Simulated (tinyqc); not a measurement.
Hopping conduction between localised states: one step, computed by the program tinyqc.

Energies are counted from the Fermi level. A small network shows the mechanism; the laws of an infinite system follow.

Question. Pair exponents. Miller-Abrahams exponent s_ij = 2 r_ij/xi + (|E_i| + |E_j| + |E_i - E_j|)/(2 k_B T); G_ij = G_0 exp(-s_ij). The diagonal is set to 0 and not used.

Inputs (values chosen for the exercise, for a model amorphous semiconductor): localisation length xi = 1 nm; temperature T = 48 K.

Dimension: 2D.

sites of the small network (nm, nm, meV):
```
      x     y  energy
1     0   1.7   -0.11
2  1.48  1.82   -6.78
3  3.35   1.9    0.78
4  4.21  0.03   -4.43
5  6.49  1.73   -3.31
6  7.41  1.04   -3.06
7   9.3  1.76    0.17
```

Constants: k_B = 8.617333262e-05 eV/K.

Give: s_ij.

Answer.

s_ij, lower triangle (symmetric):
```
        1       2       3       4      5      6      7
1   0.000
2   4.609   0.000
3   6.927   5.571   0.000
4  10.129   8.168   5.376   0.000
5  13.780  11.661   7.278   6.759  0.000
6  15.618  13.601   9.229   7.782  3.100  0.000
7  18.668  17.321  12.092  11.864  6.462  4.826  0.000
```
